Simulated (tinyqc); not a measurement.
Quantum-confined Stark effect in a modulator well, step by step. Values are carried at full precision from step to step, so a last printed digit may differ when a step is redone from the rounded ones.

Constants: hbar^2/2m0 = 3.80998211 eV angstrom^2; e^2/(4 pi eps0) = 14.39964547 eV angstrom; hc = 1239.841984 eV nm.

Parameters, chosen for this exercise (near those of a GaAs well in AlGaAs; shifted at random, so the results belong to these values and not to a real crystal): L = 100 angstrom (well width); me = 0.0661 m0 (electron, well); mh = 0.347 m0 (heavy hole along z, well); F = 66 kV/cm (field); Vc = 0.262 eV (conduction offset); Vv = 0.144 eV (heavy-hole offset); meb = 0.089 m0 (electron, barrier); mhb = 0.384 m0 (heavy hole, barrier); Eg = 1.434 eV (gap of the well); mp = 0.152 m0 (heavy hole in the plane); eps = 12.7 (dielectric constant); dE = 10 meV (operating point below the zero-field line); G = 4 meV (half width of the exciton line).

## Estimate for hard walls

Second order: each level moves by -C m (e F)^2 L^4/(2c), C = (15/pi^2 - 1)/(24 pi^2), c = hbar^2/2m0, 1 kV/cm = 1e-5 eV/angstrom. It holds while e F L is no more than about twice 3 c pi^2/(m L^2).

Estimate:
```
carrier     shift (meV)  e F L over the level spacing
electron          -0.83                          0.39
heavy hole        -4.35                          2.03
```

The hole, 5.2 times heavier, carries 84 % of the estimated shift; for hard walls second order errs by about 2 % at a ratio of 1 and 13 % at 3.

## Levels and envelopes

Envelopes on cells of 0.5 angstrom over the well |z| < L/2 and 45 angstrom of barrier on each side, psi = 0 beyond, psi'/m continuous (mean mass between points), c = hbar^2/2m0. The electron sees + e F z and the hole - e F z, each with its offset in the barriers; 1 kV/cm = 1e-5 eV/angstrom. Light holes, band mixing and escape by tunnelling are left out.

Ground levels, squared overlap and separation <z>_h - <z>_e without and with the field.

Results:
```
F (kV/cm)  E_e (meV)  E_h (meV)  overlap^2  separation (angstrom)
0              31.40       7.72      0.987                    0.0
66             28.58       0.12      0.624                   28.8
```

The electron level moves by -2.83 meV (3.4 times the hard-wall estimate, since it leaks into the barriers and sees a wider well) and the hole level by -7.59 meV (1.74 times).

## Exciton

Exciton: in-plane function exp(-rho/lam), 1/mu = 1/me + 1/mp, E(lam) = c/(mu lam^2) - (q/eps) times the integral over k of Fm(k)(1 + (k lam/2)^2)^(-3/2), Fm(k) the double integral of psi_e^2 psi_h^2 exp(-k |z - z'|), q = e^2/(4 pi eps0); binding Eb = -E at the minimum. Line at Eg + E_e + E_h - Eb, strength proportional to overlap^2/lam^2.

Minimise over lam without and with the field.

Results:
```
F (kV/cm)  lam (angstrom)  Eb (meV)  line (eV)     nm  overlap^2/lam^2 (1e-4/angstrom^2)
0                   123.4      8.42     1.4647  846.5                             0.6484
66                  134.9      7.54     1.4552  852.0                             0.3431
```

The weaker binding gives back 0.88 meV of the red shift, leaving 9.5 meV; the strength falls to 53 %.

## Contrast at the operating point

With a Gaussian line of half width G, the absorption at E_op = line(0) - dE is proportional to strength x exp(-ln2 ((E_op - line)/G)^2); continuum absorption is left out. Give it at both fields, relative to the zero-field peak.

E_op = 1.4547 eV
wavelength = 852.3 nm

absorption without and with the field: 0.013  0.52

The field changes the absorption by +0.51 of the zero-field peak. With dE above 2G the Gaussian tail at zero field is weak; real tails fall only exponentially and absorb more.

## Checks

- Zero-field levels against the matching condition of the square well, meV: largest difference 3.5e-02.
- Slope d(E_e + E_h)/dF against minus the separation (Hellmann-Feynman), angstrom: both -28.8.

tinyqc: `OMP_NUM_THREADS=1 python tinyqc.py 1250066 1250067 out.jsonl`; about 0.2 s, one thread, shared Intel(R) Xeon(R) Processor @ 2.30GHz.
